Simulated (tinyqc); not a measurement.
From results back to parameters: band gaps under pressure and temperature from deformation potentials. Four cases, with inputs chosen for the exercise.

Problem. A gap falls from its value at 0 K by aV T^2/(T + bV). The falls at two temperatures are given.

Case 1.

Values chosen (out of a larger set: near those of AlAs, the X and L potentials typical of such crystals; not measured data): T12 = (77, 100) K (two temperatures).

falls at the two temperatures (meV): 8.600085  13.957307

Case 2.

Values chosen (out of a larger set: near those of GaAs, the X and L potentials typical of such crystals; not measured data): T12 = (400, 500) K (two temperatures).

falls at the two temperatures (meV): 152.937182  204.281567

Case 3.

Values chosen (out of a larger set: near those of Ge, the X and L potentials typical of such crystals; not measured data): T12 = (77, 200) K (two temperatures).

falls at the two temperatures (meV): 9.549510  47.916667

Case 4.

Values chosen (out of a larger set: near those of GaP, the X and L potentials typical of such crystals; not measured data): T12 = (100, 150) K (two temperatures).

falls at the two temperatures (meV): 11.896552  24.163424

Find: T^2/fall; aV; bV.

Solution. T^2/fall = (T + bV)/aV is a straight line in T with slope 1/aV and intercept bV/aV.

Case 1.

T^2/fall (K^2/meV): 689.4  716.5

aV = 0.850 meV/K
bV = 509 K

Case 2.

T^2/fall (K^2/meV): 1046.2  1223.8

aV = 0.563 meV/K
bV = 189 K

Case 3.

T^2/fall (K^2/meV): 620.9  834.8

aV = 0.575 meV/K
bV = 280 K

Case 4.

T^2/fall (K^2/meV): 840.6  931.2

aV = 0.552 meV/K
bV = 364 K

Computed by tinyqc, one run a case: `OMP_NUM_THREADS=1 python tinyqc.py N N+1 out.jsonl` with N = 1051246, 1051257, 1051277, 1051289; one thread of a shared Intel(R) Xeon(R) Processor @ 2.30GHz, about 0.01 s a run at most.
